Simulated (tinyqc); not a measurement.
Inside a calculation: trap in a gate oxide as a short-range spherical well. Values are carried at full precision from step to step, so a last printed digit may differ when a step is redone from the rounded ones.

A spherical well of radius R and depth V0 below the conduction edge, one mass m, c = hbar^2/2m0. The s level at binding Et solves k cot(k R) = -kappa with k = sqrt(m (V0 - Et)/c), kappa = sqrt(m Et/c); it exists for V0 > Vc = c (pi/2R)^2/m. Outside, psi falls as exp(-kappa r)/r.

Constants: hbar^2/2m0 = 3.80998211 eV angstrom^2; fine-structure constant alpha = 0.007297352564; hc = 1239.841984 eV nm; kB = 8.617333262e-05 eV/K.

Parameters, chosen for this exercise (near those of HfO2 on Si; shifted at random, so the results belong to these values and not to a real crystal):
```
symbol  value  unit       meaning
R       4.2    angstrom   radius of the well
V0      5.98   eV         depth of the well
m       0.192  m0         mass
n_r     1.94              refractive index
dEc     1.54   eV         conduction offset to the channel
Fox     1.5    MV/cm      oxide field, lowering levels away from the channel
t0      4.2    x 1e-11 s  time constant at the interface
T       300    K          temperature
EF      -0.1   eV         Fermi level above the channel edge
x       13     angstrom   depth of the trap
```

## The bound level

Solve for Et; the share outside is [sin^2(kR)/(2 kappa)]/[sin^2(kR)/(2 kappa) + R/2 - sin(2kR)/(4k)].

Et = 1.2616 eV
k = 0.4876 1/angstrom
kappa = 0.2521 1/angstrom
share outside = 0.383
Vc = 2.776 eV

The well is 2.15 times the critical depth. Since dEt/dV0 equals the share inside, 0.62, a 1 % change of V0 moves Et by 2.9 %. The decay length is 4.0 angstrom, 0.9 times R.

## Peak of the photo-ionisation cross-section

Lucovsky model (delta well, plane-wave final states, no local-field factor): sigma = (32 pi alpha c/(3 n_r m Et)) (x - 1)^(3/2)/x^3, x = h nu/Et, c = hbar^2/2m0; 1 angstrom^2 = 1e-16 cm^2.

The maximum lies at x = 2. Give the photon energy, its wavelength and sigma there.

h nu = 2.523 eV
wavelength = 491 nm
sigma = 24.8 x 1e-18 cm^2

With 38 % of the state outside the well the delta-well form is only a rough model of this centre.

## Level, tunnelling time and occupation

Energies from the conduction edge of the channel. The trap level at depth x is E_T = dEc - Et - e Fox x (1 MV/cm = 0.01 eV/angstrom). An electron at the channel edge tunnels with the WKB exponent S = (4/3) sqrt(m/c) [dEc^(3/2) - (dEc - e Fox x)^(3/2)]/(e Fox), c = hbar^2/2m0; tau = t0 exp(S); the occupation is f = 1/(1 + exp((E_T - EF)/kB T)), tau_c = tau/f and tau_e = tau/(1 - f). Lattice relaxation is left out; a level below the channel edge needs phonons as well, so tau is then a lower bound, while a level above it can also empty elastically at its own energy, through a thinner barrier, faster than this tau.

Give E_T, S, tau and ln(tau_c/tau_e) = (E_T - EF)/kB T.

E_T = 0.083 eV
S = 7.009
tau = 4.65e-08 s
ln(tau_c/tau_e) = 7.1

The level lies 7 kB T above EF, so the trap is mostly empty. A flat barrier would give S = 2 sqrt(m dEc/c) x = 7.24.

## Checks

- Et from the radial equation on a grid against the matching condition, eV: both 1.26.

Run: tinyqc, `OMP_NUM_THREADS=1 python tinyqc.py 1251762 1251763 out.jsonl`; Intel(R) Xeon(R) Processor @ 2.30GHz, one thread, shared host; about 0.01 s of CPU time with all checks.
